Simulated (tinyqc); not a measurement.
Choosing the offset: vacuum evaporation: vapour pressure, source flux, thickness distribution, purity and step coverage. Computed by tinyqc, a small Python program. Command: `OMP_NUM_THREADS=1 python tinyqc.py 3110199 3110200 out.jsonl evap walk`. One thread of a shared host (Intel(R) Xeon(R) Processor @ 2.30GHz), about 0.01 s of CPU time with the checks.

Molecular flow, unit sticking of the metal, no re-evaporation. The background gas is taken as water vapour (18.015 g/mol, collision diameter 0.37 nm) at 300 K.

Inputs (values chosen for the exercise, modelled on indium, with constants for the liquid): directionality n = 1; source-to-wafer distance h = 62 cm; wafer radius R = 2.5 cm.

Method. Rotating wafer, source offset by s and facing upwards: thickness at radius r is the mean over the angle a of (1 + (r^2 + s^2 - 2 r s cos a)/h^2)^(-(n + 3)/2), by 360 equal steps; non-uniformity (max - min)/(max + min) over 21 radii from 0 to R. The curvature at the centre vanishes at s/h = sqrt(2/(n + 3)).

Against the offset:

| s/h | centre thickness | edge over centre | non-uniformity (%) |
|---|---|---|---|
| 0.0 | 1.0000 | 0.9968 | 0.16246 |
| 0.2 | 0.9246 | 0.9972 | 0.13823 |
| 0.4 | 0.7432 | 0.9984 | 0.08221 |
| 0.5 | 0.6400 | 0.9990 | 0.05211 |
| 0.6 | 0.5407 | 0.9995 | 0.02471 |
| 0.7 | 0.4504 | 1.0000 | 0.00156 |
| 0.8 | 0.3718 | 1.0003 | 0.01684 |
| 0.9 | 0.3052 | 1.0006 | 0.03069 |
| 1.1 | 0.2047 | 1.0009 | 0.04722 |

The best row, s/h = 0.7, has 0.0016 % against 0.16 % on the axis, at the price of a rate lower by a factor 2.22; the small-wafer optimum is sqrt(2/(n + 3)) = 0.71.

Extremes, crossings and ranges named in words are read from the listed rows.
